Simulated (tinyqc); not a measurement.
## One gate, two gates and a surrounding gate

Below threshold the potential that source and drain add obeys Laplace's equation, vanishes on the gates and decays along the channel as exp(-k y). The same ts (depleted depth over a conducting body, body thickness or wire diameter), ti and permittivities in three geometries; k is the smallest positive root of: one gate, f(k) = eps_r sin(k ti) cos(k ts) + ei cos(k ti) sin(k ts); two gates, f(k) = ei cos(k ti) cos(k ts/2) - eps_r sin(k ti) sin(k ts/2); wire, f(k) = ei J0(u)[J1(u) Y0(v) - Y1(u) J0(v)] - eps_r J1(u)[J0(u) Y0(v) - Y0(u) J0(v)], u = k ts/2, v = u + k ti. Parabolic estimates of l: sqrt((eps_r/ei) ts ti); sqrt((eps_r/(2 ei)) ts ti (1 + ei ts/(4 eps_r ti))); sqrt([2 eps_r ts^2 ln(1 + 2 ti/ts) + ei ts^2]/(16 ei)), in the same order.

Parameters, values chosen for the exercise; permittivities: semiconductor close to that of indium arsenide, insulator close to that of aluminium oxide:
- eps_r = 14.9 (relative permittivity of the semiconductor)
- ei = 8.89 (relative permittivity of the insulator)
- ti = 0.94 nm (insulator thickness)
- ts = 12.7 nm (wire diameter)

Scale lengths (nm):
```
,Lambda = pi/k,l = 1/k,l(parabolic)
one gate over a conducting body,14.24,4.532,4.473
two gates,15.79,5.025,5.492
wire,10.35,3.294,3.840
```

What does the comparison show?

The wire has the shortest scale length, 0.655 times that of the double gate; the single gate over a conducting body has 0.902 times it, its layer ending directly on a conductor where the double gate has a second insulator. The parabolic estimates are 1.3 % below, 9.3 % above and 17 % above the exact l, in the order of the rows.

Program tinyqc, `OMP_NUM_THREADS=1 python tinyqc.py 2420036 2420037 out.jsonl`; Intel Xeon 2.30GHz, shared host, one thread, about 0.01 s.
